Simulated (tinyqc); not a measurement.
# MOSFET in saturation, small-signal circuit and noise: what changes with what

Bias by the inversion coefficient IC = I/Ispec (charge-based model with velocity saturation; weak inversion below 0.1, strong above 10). Common-source circuit: gm, gds, Cgs, Cgd and Cj at the inner nodes, Rg in series with the gate; quasi-static, no source or drain resistance, no gate-body capacitance, no substrate network, no induced gate noise, so fmax is an upper estimate.

Inputs (values chosen for the exercise): temperature T = 325 K; gate length L = 90 nm; total gate width W = 20 um; gate capacitance Cox = 2.23 uF/cm^2; mobility mu = 350 cm^2/(V s); slope factor n = 1.28; velocity-saturation length Ls = 15 nm; ratio gds/gm sg = 0.059; overlap and fringe capacitance per side Cov = 0.2 fF/um; drain junction capacitance Cj = 0.48 fF/um; sheet resistance of the gate Rsh = 5 ohm; finger width Wf = 1 um; gate contact and vertical resistance Rc = 100 ohm um; inversion coefficient IC = 1.3; short-channel excess of the noise factor gw = 0.13; oxide trap density Nt = 9.3e17 cm^-3 eV^-1; tunnelling length into the oxide lt = 0.1 nm; Coulomb scattering coefficient ac = 0 V s/C.

Constants: q = 1.602176634e-19 C, kB = 1.380649e-23 J/K, Vt = kB T/q. Results are converted to the units shown.

Each table varies one quantity; the others keep the values above.

## Effect of the inversion coefficient on speed and noise

Ispec = 2 n mu Cox (W/L) Vt^2, lc = Ls/L, gms = [sqrt((lc IC + 1)^2 + 4 IC) - 1]/[2 + lc (lc IC + 1)], gm = gms Ispec/(n Vt), gds = sg gm. qs = [sqrt(1 + 4 IC) - 1]/2, Cgs = Cox W L qs (2 qs + 3)/(3 (qs + 1)^2) + Cov W, Cgd = Cov W, Cd = Cj W, Rg = Rsh (Wf/L)/(12 Nf) + Rc/W with Nf = W/Wf fingers (not rounded) contacted at both ends. fT = gm/(2 pi (Cgs + Cgd)), fmax = fT/(2 sqrt(Rg (gds + 2 pi fT Cgd))). Channel noise Sid = 4 kB T gam n gm with gam = (1/2 + (2/3) qs)/(1 + qs) + gw lc IC, qs = [sqrt(1 + 4 IC) - 1]/2, lc = Ls/L (the last term an empirical rise with velocity saturation); at the gate, white noise Sw = Sid/gm^2 + 4 kB T Rg. Number fluctuation with correlated mobility: S(f) = K/f, K = q^2 Vt lt Nt/(W L Cox^2) (1 + ac mu Cox I/gm)^2, Vt in eV with Nt per eV. Corner fc = K/Sw. IC is held fixed.

The same in every row: Rg (ohm) = 5.231.

Results:
```
IC,I (uA),fT (GHz),fmax (GHz),sqrt(Sw) (nV/Hz^0.5),fc (MHz)
0.03,10.45,4.927,90.86,6.418,1.813
0.3,104.5,24.03,193.1,2.335,13.70
1,348.3,43.35,250.3,1.550,31.08
3,1045,72.16,314.2,1.165,55.00
10,3483,122.9,402.2,0.9593,81.16
30,1.045e4,184.2,487.3,0.9432,83.95
```

Estimate the missing row, IC = 0.1.

Computed row:
```
IC,I (uA),fT (GHz),fmax (GHz),sqrt(Sw) (nV/Hz^0.5),fc (MHz)
0.1,34.83,12.47,142.6,3.676,5.528
```

With this row back in the table: As IC goes from 0.03 to 30, fT rises from 4.93 to 184 GHz, fmax rises from 90.9 to 487 GHz, the white noise falls from 6.42 to 0.943 nV/Hz^0.5 and the corner rises from 1.81 to 84.0 MHz. For IC = 0.03 to 3 fmax exceeds 4 fT, where channel resistance and substrate losses, left out here, would cap it.

## Effect of the total gate width on speed and noise

Same model as above.

Corner fc = K/Sw. IC is held fixed.

The same in every row: fT (GHz) = 49.00; fmax (GHz) = 264.2; fc (MHz) = 36.19.

Effect of the total gate width on speed and noise:
```
W (um),I (uA),Rg (ohm),sqrt(Sw) (nV/Hz^0.5)
2,45.27,52.31,4.543
4.3,97.34,24.33,3.098
9.3,210.5,11.25,2.107
20,452.7,5.231,1.437
43,973.4,2.433,0.9798
93,2105,1.125,0.6662
200,4527,0.5231,0.4543
```

Read the table: what changes, and by how much?

As W goes from 2 to 200 um, fT stays at 49.0 GHz, fmax stays at 264 GHz, the white noise falls from 4.54 to 0.454 nV/Hz^0.5 and the corner stays at 36.2 MHz. Current, gm and capacitances scale with W and Rg with 1/W, so the frequencies stay while both noise powers fall as 1/W. In every row fmax exceeds 4 fT, where channel resistance and substrate losses, left out here, would cap it.

## Effect of the finger width on speed and noise

Same model as above.

Corner fc = K/Sw. IC is held fixed.

The same in every row: I (uA) = 452.7; fT (GHz) = 49.00.

Result of one run:
```
Wf (um),Rg (ohm),fmax (GHz),sqrt(Sw) (nV/Hz^0.5),fc (MHz)
2,5.926,248.2,1.441,35.97
```

What becomes of these results when the finger width Wf is changed from 2 to 4 um, all else the same?

Result of the changed run:
```
Wf (um),Rg (ohm),fmax (GHz),sqrt(Sw) (nV/Hz^0.5),fc (MHz)
4,8.704,204.8,1.458,35.13
```

The whole series:
```
Wf (um),Rg (ohm),fmax (GHz),sqrt(Sw) (nV/Hz^0.5),fc (MHz)
0.25,5.014,269.9,1.435,36.26
0.5,5.058,268.7,1.436,36.24
1,5.231,264.2,1.437,36.19
2,5.926,248.2,1.441,35.97
4,8.704,204.8,1.458,35.13
8,19.81,135.8,1.525,32.12
```

As Wf goes from 0.25 to 8 um, fT stays at 49.0 GHz, fmax falls from 270 to 136 GHz, the white noise rises from 1.44 to 1.53 nV/Hz^0.5 and the corner falls from 36.3 to 32.1 MHz. The finger width leaves fT alone and acts through Rg, whose sheet part goes as Wf^2. For Wf = 0.25 to 4 um fmax exceeds 4 fT, where channel resistance and substrate losses, left out here, would cap it.

## Gains against frequency

Inner admittances at w = 2 pi f: y11 = i w (Cgs + Cgd), y12 = -i w Cgd, y21 = gm - i w Cgd, y22 = gds + i w (Cgd + Cd). Invert to Z, add Rg to Z11 and invert back to Y. |h21| = |Y21/Y11|; U = |Y21 - Y12|^2/(4 [Re Y11 Re Y22 - Re Y12 Re Y21]). MSG = |Y21/Y12|; stability factor k = [2 Re Y11 Re Y22 - Re(Y12 Y21)]/|Y12 Y21|.

The same in every row: f sqrt(U) (GHz) = 264.2.

Results:
```
f (GHz),|h21| (dB),U (dB),MSG (dB),k
0.49,40.00,54.63,27.54,0.002738
0.92,34.53,49.16,24.80,0.005141
1.7,29.20,43.83,22.14,0.009499
6,18.24,32.88,16.66,0.03352
11,12.98,27.61,14.03,0.06142
21,7.385,21.99,11.23,0.1170
39,2.068,16.62,8.573,0.2158
```

Estimate the missing row, f = 3.2 GHz.

Computed row:
```
f (GHz),|h21| (dB),U (dB),MSG (dB),k
3.2,23.70,38.34,19.39,0.01788
```

With this row back in the table: Over the table |h21| falls by 20.0 dB a decade, U by 20.0 and MSG by 9.98. The product f sqrt(U) stays at 264 GHz, against fmax = 264 GHz from the formula. k stays below one in all rows, so the device is only conditionally stable. In every row fmax exceeds 4 fT, where channel resistance and substrate losses, left out here, would cap it.

tinyqc, about 0.01 s, one thread, Intel Xeon 2.30GHz (shared host): `OMP_NUM_THREADS=1 python tinyqc.py 2150007 2150008 out.jsonl`
